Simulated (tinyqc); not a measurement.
From results back to parameters: recursion (Haydock) method for the local density of states: surface site of a cubic lattice. Two cases, with inputs chosen for the exercise.

Problem. A local density has moments mu1 = a0, mu2 = a0^2 + b1^2 and, for a1 = a2 = 0, mu4 = a0^4 + 3 a0^2 b1^2 + b1^4 + b1^2 b2^2; b1^2 = (number of neighbours) t^2. The moments come from a hidden site.

Case 1.

Values chosen: t = 0.82 eV (hopping).

mu1, mu2, mu4 (eV^n): 0.00000  3.36200  28.03155

Case 2.

Values chosen: t = 1.28 eV (hopping).

mu1, mu2, mu4 (eV^n): 0.00000  8.19200  166.42998

Find: a0, b1, b2; neighbours.

Solution. Take the moments in turn: mu1 gives a0, mu2 gives b1, mu4 gives b2.

Case 1.

a0, b1, b2 (eV): 0.000  1.834  2.231

neighbours = 5

Case 2.

a0, b1, b2 (eV): 0.000  2.862  3.482

neighbours = 5

Computed by tinyqc, one run a case: `OMP_NUM_THREADS=1 python tinyqc.py N N+1 out.jsonl` with N = 1450045, 1450598; one thread of a shared Intel(R) Xeon(R) Processor @ 2.30GHz, about 0.2 s a run at most.
